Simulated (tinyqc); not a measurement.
Where in the gap a trap does harm: carrier lifetime from Shockley-Read-Hall, radiative, Auger and surface recombination. Computed by tinyqc, a small Python program. Command: `OMP_NUM_THREADS=1 python tinyqc.py 3002013 3002014 out.jsonl lifetime walk`. One thread of a shared host (Intel(R) Xeon(R) Processor @ 2.30GHz), about 0.03 s of CPU time with the checks.

Energies are counted from the top of the valence band. Boltzmann statistics, full ionisation, and equal excess densities of electrons and holes.

Inputs (values chosen for the exercise, with bands modelled on ZnO):
```
quantity                          value   unit
gap E_g                            3.44     eV
electron mass m_e                 0.267    m_0
valleys M_c                           1      -
hole mass m_h                      0.77    m_0
temperature T                       400      K
doping N                        1.3e+15  cm^-3
trap level E_t                     2.23     eV
trap density N_t                5.2e+11  cm^-3
electron cross-section sigma_n  1.2e-17   cm^2
hole cross-section sigma_p      1.3e-17   cm^2
```

Doping: n-type. Surface term: two equal surfaces.

Constants: m_0 = 9.1093837015e-31 kg; k_B = 1.380649e-23 J/K; h = 6.62607015e-34 J s; k_B = 8.617333262e-05 eV/K.

Method:
- N_c = 2 M_c (2 pi m_e k_B T/h^2)^(3/2) and N_v = 2 (2 pi m_h k_B T/h^2)^(3/2), masses in units of m_0.
- n_i = sqrt(N_c N_v) exp(-E_g/2 k_B T); majority density N/2 + sqrt(N^2/4 + n_i^2), minority density n_i^2 over it.
- v = sqrt(3 k_B T/m) with m_e or m_h; tau_n0 = 1/(sigma_n v_n N_t), tau_p0 = 1/(sigma_p v_p N_t); n1 = N_c exp(-(E_g - E_t)/k_B T), p1 = N_v exp(-E_t/k_B T).
- Low injection: tau = [tau_p0 (n_0 + n1) + tau_n0 (p_0 + p1)]/(n_0 + p_0). Depleted region (n = p = 0): generation lifetime tau_g = (tau_p0 n1 + tau_n0 p1)/n_i. n1 = N_c exp(-(E_g - E_t)/k_B T), p1 = N_v exp(-E_t/k_B T).

tau_p0 = 0.00962523 s

n_0 = 1.30e+15 cm^-3

N_c = 5.33024e+18 cm^-3

tau_n0 = 0.00614021 s

p_0 = 4.86886e-21 cm^-3

N_v = 2.61045e+19 cm^-3

n_i = 0.00251585 cm^-3

The same trap at other energies:
```
E_t (eV)  SRH lifetime (s)  generation lifetime (s)
0.206              0.32257               1.6171e+17
0.516              0.00966               2.0086e+13
0.860              0.00963               9.3045e+08
1.204              0.00963               4.3100e+04
1.548              0.00963               1.9965e+00
1.720              0.00963               1.7938e-02
1.892              0.00963               6.3914e-01
2.236              0.00963               1.3796e+04
2.580              0.00963               2.9782e+08
2.924              0.00964               6.4292e+12
3.234              0.10979               5.1759e+16
```

What does the comparison show, and why?

The SRH lifetime (other channels left aside) stays within 10 % of its least value, among these rows, from E_t = 0.516 to 2.924 eV. The generation lifetime has a sharp minimum, among these rows at 1.72 eV and exactly at 1.740 eV, where tau_p0 n1 = tau_n0 p1, since generation needs two thermal jumps and the larger one rules.

Extremes, crossings and ranges named in words are read from the listed rows.
